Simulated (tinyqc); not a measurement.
Bottom-up copper filling of a trench by curvature-enhanced accelerator coverage. Which input was changed? Computed by tinyqc, a small Python program. Command: `OMP_NUM_THREADS=1 python tinyqc.py 3007894 3007895 out.jsonl superfill which`. One thread of a shared host (Intel(R) Xeon(R) Processor @ 2.30GHz), about 0.4 s of CPU time with the checks.

A rectangular trench keeps vertical walls and a flat floor. An accelerator floats on the surface; where area is lost in the corners it is passed on to the floor.

Inputs (values chosen for the exercise, close to those used for damascene copper plating):
```
quantity                                           value     unit
trench width w                                       240       nm
aspect ratio h/w                                       1        -
exchange current of the suppressed surface i_0     0.031  mA/cm^2
exchange current of the accelerated surface i_1      1.1  mA/cm^2
transfer coefficient alpha                          0.48        -
overpotential eta                                    0.2        V
starting coverage theta_0                           0.03        -
adsorption rate k_a                                    0      1/s
cupric ion concentration C                          0.86    mol/l
diffusivity D                                    3.6e-06   cm^2/s
boundary layer delta                                  67       um
temperature T                                        298        K
```

Constants: e = 1.602176634e-19 C; N_A = 6.02214076e+23 1/mol; k_B = 8.617333262e-05 eV/K.

Method. Kinetic current i_k = [i_0 (1 - theta) + i_1 theta] exp(alpha eta/(k_B T)), limit i_L = 2 F D C/delta, i = 1/(1/i_k + 1/i_L); velocity v = i Omega/(2F), Omega = 7.11 cm^3/mol, F = e N_A. Depletion inside the trench is ignored. Half width x, floor height y, depth h = aspect ratio x w. dx/dt = -v_s, dy/dt = v_b. d theta_b/dt = k_a (1 - theta_b) + [theta_s v_b + theta_b v_s]/x: the floor takes the accelerator of the wall it covers and keeps its own as it narrows. d theta_s/dt = k_a (1 - theta_s). theta_b is capped at 1. Integrate (tolerance 1e-9) until the walls meet (x = 0.02 w/2) or the floor passes the original mouth y = h. Start: x = w/2, y = 0, theta_b = theta_s = theta_0. Height filled = y/h, opening left = x/(w/2).

Question. One of these inputs alone was changed, within the range given: aspect ratio h/w (0.5 to 2); exchange current of the suppressed surface i_0 (0.0155 to 0.062); exchange current of the accelerated surface i_1 (0.55 to 2.2); boundary layer delta (33.5 to 134). Which one, and to what value?

Results:
```
run     opening left, as a share of w  ratio v(1)/v(theta_0)  share of the height filled from the floor
before                      0.1703569               11.82727                                          1
after                       0.1912517               12.11534                                          1
```

Answer.

Each candidate set to reproduce opening left, as a share of w, and what it then gives:
```
candidate                                                   range searched  value needed  ratio v(1)/v(theta_0)  share of the height filled from the floor
aspect ratio h/w                                                  0.5 to 2        0.9255                 11.827                                          1
exchange current of the suppressed surface i_0 (mA/cm^2)   0.0155 to 0.062       0.02509                 12.975                                          1
exchange current of the accelerated surface i_1 (mA/cm^2)      0.55 to 2.2         1.460                 12.115                                          1
boundary layer delta (um)                                      33.5 to 134  out of reach                      -                                          -
```

Only exchange current of the accelerated surface i_1 fits every result: it went from 1.1 to 1.46 mA/cm^2. The next best candidate, aspect ratio h/w, misses one result by 2.4 %.

Caution: real profiles develop slanted corners, and accelerator is consumed; both are left out.
